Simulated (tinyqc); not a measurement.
Inside a calculation: strain-driven crossing of the Gamma and L valleys in a germanium-like crystal alloyed with tin. Values are carried at full precision from step to step, so a last printed digit may differ when a step is redone from the rounded ones.

With tin the unstrained gaps become E(y) = (1 - y) E + y EgS - CS y (1 - y); all other values are kept.
Constants: kB = 8.617333262e-05 eV/K; hc = 1239.841984 eV nm.

Inputs chosen for the exercise (near those of Ge, gaps at low temperature; the results hold for these values, not for the real material): Eg = 0.895 eV (gap at Gamma to the s-like level); EgL = 0.747 eV (gap to L); EgS = (-0.434, 0.117) eV (Gamma and L gaps of the tin end); CS = (2.61, 1.11) eV (bowing of the Gamma and L gaps); y = 0.047 (tin fraction); C11 = 127.9 GPa; C12 = 48 GPa; C44 = 66.9 GPa; load = biaxial (110) (kind of strain); e0 = 0.0209 (size of the strain); Dso = 0.286 eV (spin-orbit splitting); ac = -8.2 eV (conduction deformation potential); av = 1.24 eV (valence hydrostatic potential); b = -2.51 eV (tetragonal shear potential); d = -5.24 eV (trigonal shear potential); aL = -1.63 eV (hydrostatic potential of the L edge, Xd + Xu/3); XuL = 16.93 eV (uniaxial potential, L); mG = 0.0426 m0 (mass at Gamma); mL = 0.534 m0 (density-of-states mass of the four L valleys together); T = 77 K (temperature).

## Gaps of the unstrained alloy

Give both gaps, their difference, and the y at which they cross (the root of a quadratic between 0 and 0.3).

Gamma and L gaps (eV): 0.7156  0.6677

Gamma - L = 0.0480 eV
crossing y = 0.0707

Without strain the alloy is indirect.

## The strain tensor for a biaxial (110) load

Biaxial loads: e0 is the in-plane strain e_par and the normal is free. (001): e_perp = -2 (C12/C11) e_par; exx = eyy = e_par, ezz = e_perp, no shear. (111): e_perp = -(2 C11 + 4 C12 - 4 C44)/(C11 + 2 C12 + 4 C44) e_par; exx = eyy = ezz = (2 e_par + e_perp)/3 and exy = eyz = ezx = (e_perp - e_par)/3. (110): e_perp = -(C11 + 3 C12 - 2 C44)/(C11 + C12 + 2 C44) e_par; exx = eyy = (e_par + e_perp)/2, ezz = e_par, exy = (e_perp - e_par)/2, eyz = ezx = 0. Uniaxial loads: a stress along n, scaled so that n.e.n = e0, with exx = s11 sxx + s12 (syy + szz), exy = s44 sxy/2, s11 = (C11 + C12)/((C11 - C12)(C11 + 2 C12)), s12 = -C12/((C11 - C12)(C11 + 2 C12)), s44 = 1/C44.

Form the tensor and its trace.

strain tensor in the cubic axes:
```
           x          y         z
x   0.005790  -0.015110  0.000000
y  -0.015110   0.005790  0.000000
z   0.000000   0.000000  0.020900
```

tr(e) = 0.032480

## Band edges

Edges from the unstrained valence top: Gamma at Eg + ac tr(e); an L valley with unit axis u at EgL + aL tr(e) + XuL (u.e.u - tr(e)/3), u along [111], [1-1-1], [-11-1], [-1-11]; valence edges are the levels of the 6 x 6 matrix of X, Y, Z times spin with -Dso/3 + l exx + m (eyy + ezz) on the diagonal (cyclic), n exy off it, l = av + 2 b, m = av - b, n = sqrt(3) d. Spin-orbit term (Dso/3) L.sigma on X, Y, Z with (L_k)_ij = -i epsilon_kij: <X+|H|Y+> = -i Dso/3, <X+|H|Z-> = Dso/3, <Y+|H|Z-> = -i Dso/3, <Z+|H|X-> = -Dso/3, <Z+|H|Y-> = i Dso/3, <X-|H|Y-> = i Dso/3, and their conjugates; + and - are the spin along z.

Give the edges and the direct and indirect gaps from the top valence edge.

Gamma edge = 0.4493 eV

L edges (eV): [111] 0.4442, [1-1-1] 0.7853, [-11-1] 0.7853, [-1-11] 0.4442

valence edges from the top (eV): 0.1652  -0.0468  -0.2835

direct and indirect gap (eV): 0.2841  0.2790

The gap is indirect: Gamma lies 5 meV above the lowest L valley. The top two valence edges are 212 meV apart.

## Electrons in the Gamma valley

Non-degenerate, parabolic: share = mG^(3/2)/(mG^(3/2) + (mL^(3/2)/4) sum_i exp(-(E_Li - E_Gamma)/kT)). Also the offset at which four equal L valleys hold half of the electrons, kT ln((mL/mG)^(3/2)), and the wavelength hc/E of the direct gap.

(mL/mG)^(3/2) = 44.38
share in Gamma = 2.05 %
offset for an even split = 25.2 meV
wavelength = 4364 nm

With the L valleys as they lie here, Gamma must be 21 meV below the lowest of them to hold half of the electrons at 77 K; it lies 5 meV above. A direct gap alone is not enough.

## Checks

- Gamma and lowest L edge at e0 = 0.02339, where the linear shifts make them meet (eV): both 0.4176.

tinyqc: `OMP_NUM_THREADS=1 python tinyqc.py 1050337 1050338 out.jsonl`; about 0.01 s, one thread, shared Intel(R) Xeon(R) Processor @ 2.30GHz.
